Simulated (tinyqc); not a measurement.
From T_e back to ionisation energy E_iz: global model of a low-pressure process discharge: electron temperature, density, ion flux and ion energy. Computed by tinyqc, a small Python program. Command: `OMP_NUM_THREADS=1 python tinyqc.py 3110690 3110691 out.jsonl plasma inv`. One thread of a shared host (Intel(R) Xeon(R) Processor @ 2.30GHz), about 0.01 s of CPU time with the checks.

Maxwellian electrons with temperature T_e in eV, one positive ion, no negative ions, uniform bulk density n; rate constants have the Arrhenius form.

Inputs (values chosen for the exercise, of the order of those of an inductive discharge in a simple atomic gas): ion mass M = 32 u; ionisation prefactor K0 = 6.5e-14 m^3/s; ion-neutral cross section = 9.8e-19 m^2; pressure p = 0.36 Pa; gas temperature T_g = 600 K; radius R = 16 cm; height L = 18 cm.

Constants: k_B = 1.380649e-23 J/K; e = 1.602176634e-19 C; u = 1.6605390666e-27 kg.

Method:
- n_g = p/(k_B T_g); lambda_i = 1/(n_g sigma); h_L = 0.86/sqrt(3 + L/(2 lambda_i)), h_R = 0.8/sqrt(4 + R/lambda_i); A_eff = 2 pi R^2 h_L + 2 pi R L h_R; d_eff = pi R^2 L/A_eff.
- Particle balance: K0 exp(-E_iz/T_e) n_g d_eff = u_B, u_B = sqrt(e T_e/M).
- Root found by bracketing.

Question. A run gave the result below. Find the ionisation energy E_iz, known to lie between 13 and 33 eV.

T_e = 3.46741 eV

Answer.

Each step takes the trial c = (a f_b - b f_a)/(f_b - f_a), f being the result less the target and a, b, c the logarithms of the listed values; c replaces end b, the old b replaces a if the sign of f changed, and otherwise f_a is halved.

Scan of the range:
```
ionisation energy E_iz (eV)  T_e (eV)
13.0                          2.59135
15.2                          3.08331
17.7                          3.65328
20.7                          4.35095
24.2                          5.18179
28.3                          6.17572
33.0                          7.33965
```

False position (Illinois rule, in the logarithm of the input) inside the bracket:
```
step    end a    end b    trial  T_e (eV)
1     15.2000  17.7000  16.8426   3.45656
2     17.7000  16.8426  16.8888   3.46713
3     17.7000  16.8888  16.8912   3.46768
4     16.8888  16.8912  16.8900   3.46741
5     16.8912  16.8900  16.8900   3.46741
```

T_e rises at every point of a 13-point scan of the range (every second point is shown), so one value fits; it is bracketed by 15.2 and 17.7. Answer: ionisation energy E_iz = 16.89 eV.
